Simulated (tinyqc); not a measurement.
Single-oscillator infrared dielectric function of a polar cubic crystal. From one set of inputs to another, one input at a time. Computed by tinyqc, a small Python program. Command: `OMP_NUM_THREADS=1 python tinyqc.py 3011748 3011749 out.jsonl infrared ladder`. One thread of a shared host (Intel(R) Xeon(R) Processor @ 2.30GHz), about 0.01 s of CPU time with the checks.

One ion pair, charges +Z* and -Z*, in a cell of volume Omega = a^3/4. Frequencies omega are given as wavenumbers (1/cm); eps_s is the static dielectric constant.

The inputs printed are set A. Set A is modelled on cubic gallium nitride; the values taken over come from a set modelled on cubic silicon carbide. Inputs not listed in the table keep their values of set A, so the rows need not describe a real material.

Inputs (values chosen for the exercise, modelled on cubic gallium nitride): lattice constant a = 4.52 angstrom; mass M_A = 69.72 u; mass M_B = 14.007 u; omega_TO = 545 1/cm; Born charge Z* = 2.7 e; eps_inf = 5.22; phonon damping gamma = 7 1/cm; probe frequency / omega_TO = 0.545.

Structure: zinc blende. Free carriers: absent.

Constants: nu for 1 eV/(angstrom^2 u) = 15.6333042 THz; 1 THz = 33.35640952 1/cm; e^2/(4 pi eps_0) = 14.39964548 eV angstrom.

Method:
- mu = M_A M_B/(M_A + M_B); ionic plasma term W^2 = 4 pi Z*^2 (e^2/(4 pi eps_0))/(Omega mu) in eV/(angstrom^2 u), turned into 1/cm by W = 15.6333042 x 33.35640952 x sqrt(W^2); omega_LO^2 = omega_TO^2 + W^2/eps_inf; eps_s = eps_inf + W^2/omega_TO^2; Szigeti charge 3 Z*/(eps_inf + 2); longitudinal (Callen) charge Z*/eps_inf.
- eps(omega) = eps_inf + W^2/(omega_TO^2 - omega^2 - i gamma omega); n + i k = sqrt(eps) with k >= 0; R = |(n + i k - 1)/(n + i k + 1)|^2 at normal incidence from vacuum.
- omega is the probe ratio times omega_TO. Intensity decays over 1/(4 pi omega k); the loss function is Im(-1/eps).

Each row keeps all changes above it:
```
input moved                      from      to  omega_LO (1/cm)  Szigeti charge (e)  reflectivity R
set A                               -       -            743.1              1.1219         0.29818
phonon damping gamma (1/cm)         7     4.9            743.1              1.1219         0.29818
Born charge Z* (e)                2.7    2.75            749.5              1.1427         0.30208
omega_TO (1/cm)                   545     805            955.4              1.1427         0.23386
mass M_A (u)                    69.72  28.086            989.2              1.1427         0.25012
mass M_B (u)                   14.007  12.011           1007.5              1.1427         0.25869
eps_inf                          5.22    6.59            968.9              0.9604         0.28444
lattice constant a (angstrom)    4.52    4.36            985.9              0.9604         0.29276
```

Where does the difference come from?

omega_LO goes from 743 to 986, a factor 1.33 in all. The largest single move comes from omega_TO (a factor 1.27), and eps_inf works against it (a factor 0.962). Szigeti charge goes from 1.12 to 0.960, a factor 0.856 in all. The largest single move comes from eps_inf (a factor 0.841), and Born charge Z* works against it (a factor 1.019). Reflectivity R goes from 0.298 to 0.293, a factor 0.9818 in all. The largest single move comes from omega_TO (a factor 0.774), and eps_inf works against it (a factor 1.10). The single moves hold for this order of the switches; the total does not depend on the order.

Extremes, crossings and ranges named in words are read from the listed rows.
